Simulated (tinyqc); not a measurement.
Chemical vapour deposition: Grove model, boundary layer, depletion and step coverage. Inputs raised by 2 %, one at a time. Computed by tinyqc, a small Python program. Command: `OMP_NUM_THREADS=1 python tinyqc.py 3021042 3021043 out.jsonl cvd sens`. One thread of a shared host (Intel(R) Xeon(R) Processor @ 2.30GHz), about 0.02 s of CPU time with the checks.

A precursor diffuses to the surface and reacts there at first order; each molecule that reacts adds one formula unit of film.

Inputs (values chosen for the exercise, close to those used for silicon dioxide from an alkoxysilane):
```
quantity                                       value                unit
prefactor k0 of k_s                          1.1e+09                cm/s
activation energy E                             1.92                  eV
temperature T                                    770                   C
total pressure p                                 1.6                torr
mole fraction of the precursor Y                0.25                   -
gas diffusivity D0 at 273.15 K and 760 torr     0.48              cm^2/s
film density N                               2.2e+22  formula units/cm^3
precursor mass M                                 208                   u
trench width w                                  0.12                  um
aspect ratio of the trench                       9.8                   -
wafer radius R                                   7.5                  cm
wafer spacing s                                    1                  cm
```

Reactor: wafer stack, low pressure.

Constants: k_B = 1.380649e-23 J/K; u = 1.6605390666e-27 kg; k_B = 8.617333262e-05 eV/K.

Method:
- k_s = k0 exp(-E/(k_B T)); C_g = Y p/(k_B T), 1 torr = 133.322 Pa; D = D0 (T/273.15)^1.75 (760/p).
- Temperatures in kelvin are T(C) + 273.15.
- Mean speed c = sqrt(8 k_B T/(pi M)); reactive sticking probability beta = 4 k_s/c.
- Between two wafers the gas diffuses inward and reacts on both faces: (D/r) d/dr (r dC/dr) = 2 k_s C/s, so C(r)/C_g = I0(phi r/R)/I0(phi) with phi^2 = 2 k_s R^2/(s D); G(r) = k_s C(r)/N, 1 cm/s = 6e8 nm/min; the mean over the wafer is eta = 2 I1(phi)/(phi I0(phi)).
- In a long trench of width w and depth l = aspect ratio x w: Knudsen diffusivity D_K = (2w) c/3 (hydraulic diameter 2w), combined as 1/D_e = 1/D_K + 1/D; D_e d2C/dz2 = 2 k_s C/w with D_e dC/dz = -k_s C at the floor. With m = sqrt(2 k_s/(w D_e)): C(floor)/C(top) = 1/[cosh(m l) + (k_s/(D_e m)) sinh(m l)].

Runs; columns: (1) input moved; (2) from; (3) to; (4) growth rate G at the edge (nm/min); (5) rate at the centre over rate at the edge; (6) step coverage; (7) Thiele modulus phi:
```
(1)                                                          (2)         (3)     (4)      (5)      (6)      (7)
base run                                                       -           -  58.822  0.99315  0.99717  0.16598
prefactor k0 of k_s (cm/s)                            1100000000  1122000000  59.999  0.99301  0.99711  0.16763
activation energy E (eV)                                    1.92      1.9584  38.373  0.99552  0.99815  0.13406
gas diffusivity D0 at 273.15 K and 760 torr (cm^2/s)        0.48      0.4896  58.822  0.99328  0.99717  0.16434
trench width w (um)                                         0.12      0.1224  58.822  0.99315  0.99717  0.16598
wafer spacing s (cm)                                           1        1.02  58.822  0.99328  0.99717  0.16434
wafer radius R (cm)                                          7.5        7.65  58.822  0.99287  0.99717  0.16930
```

Exponents ln(y'/y) / ln(x'/x):
```
input                                        growth rate G at the edge  rate at the centre over rate at the edge  step coverage  Thiele modulus phi
prefactor k0 of k_s                                              1.000                                    -0.007         -0.003               0.500
activation energy E                                            -21.572                                     0.121          0.050             -10.786
gas diffusivity D0 at 273.15 K and 760 torr                      0.000                                     0.007          0.000              -0.500
trench width w                                                   0.000                                     0.000          0.000               0.000
wafer spacing s                                                  0.000                                     0.007          0.000              -0.500
wafer radius R                                                   0.000                                    -0.014          0.000               1.000
```

Which inputs matter most for each result?

Among the inputs moved here: growth rate G at the edge answers most in size to activation energy E (exponent -21.572), next to prefactor k0 of k_s (+1.000); its exponent is below 0.0005 for gas diffusivity D0 at 273.15 K and 760 torr, trench width w, wafer spacing s, wafer radius R. Its exponent +1.000 in prefactor k0 of k_s: the surface reaction limits. Its exponent 0.000 in gas diffusivity D0 at 273.15 K and 760 torr: the surface reaction limits. Rate at the centre over rate at the edge answers most in size to activation energy E (exponent +0.121), next to wafer radius R (-0.014); its exponent is below 0.0005 for trench width w. Step coverage answers most in size to activation energy E (exponent +0.050); its exponent is below 0.0005 for gas diffusivity D0 at 273.15 K and 760 torr, trench width w, wafer spacing s, wafer radius R. Thiele modulus phi answers most in size to activation energy E (exponent -10.786), next to wafer radius R (+1.000); its exponent is below 0.0005 for trench width w. Its exponent -0.500 in wafer spacing s: wider gaps feed the centre. Its exponent +1.000 in wafer radius R: larger wafers are harder to feed.

Caution (all rows): the hydraulic-diameter form of D_K is rough for a slit.
